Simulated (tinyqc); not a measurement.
Wider gaps screen less: band offset of a heterojunction with an interface dipole (two-band chains, self-consistent charge).

Sites alternate A, C. Left: A at -G1/2, C at +G1/2, hopping -t1; right: A at D - G2/2, C at D + G2/2, hopping -t2; the bonds across the two interfaces of a ring (C left to A right, C right to A left) have -sqrt(t1 t2). D is the offset of the mid-gaps, so Ev(right) - Ev(left) = D - (G2 - G1)/2 and Ec(right) - Ec(left) = D + (G2 - G1)/2. The closing bond has its sign reversed (antiperiodic ring). Half the levels are filled with two electrons each. The charge moved is q = (electrons on the left) less one a site; the mean over the two interfaces, q/2, is taken as the charge that crosses each, and its dipole opposes the offset: D = D0 - u q/2.

From here on the ring has 24 cells a side.

Parameters, chosen for this exercise (gaps near those of GaN and AlN; the chains and D0 are free models, so the offsets are not those of the real pair; the results hold for these values, not for the real material):
```
symbol  value  unit  meaning
G1      3.35   eV    gap on the left
t1      2.01   eV    hopping on the left
t2      2.6    eV    hopping on the right
u       4.1    eV    potential step per electron moved across
```

G2 is varied. chi = (q(+0.01) - q(-0.01))/0.02 at D = 0, S = 1/(1 + u chi/2).

Against G2:
```
G2 (eV),chi (1/eV),S
0.7,0.26575,0.6473
1.1,0.23762,0.6724
1.5,0.21526,0.6938
2.3,0.18074,0.7297
3.4,0.14617,0.7694
7.0,0.08031,0.8586
9.0,0.05955,0.8912
```

Give the missing row, G2 (eV) = 5.5.

Computed row:
```
G2 (eV)  chi (1/eV)       S
5.5         0.10188  0.8272
```

chi falls from 0.2657 to 0.0596 1/eV, a factor 4.5, and S rises from 0.647 to 0.891: charge crosses through the tails of states that tunnel into the other gap, and these shorten as the gap widens. u is kept fixed, though a wider gap also screens less and would raise it.

(tinyqc, `OMP_NUM_THREADS=1 python tinyqc.py 1450791 1450792 out.jsonl`, Intel(R) Xeon(R) Processor @ 2.30GHz, 1 thread, shared host, about 0.4 s.)
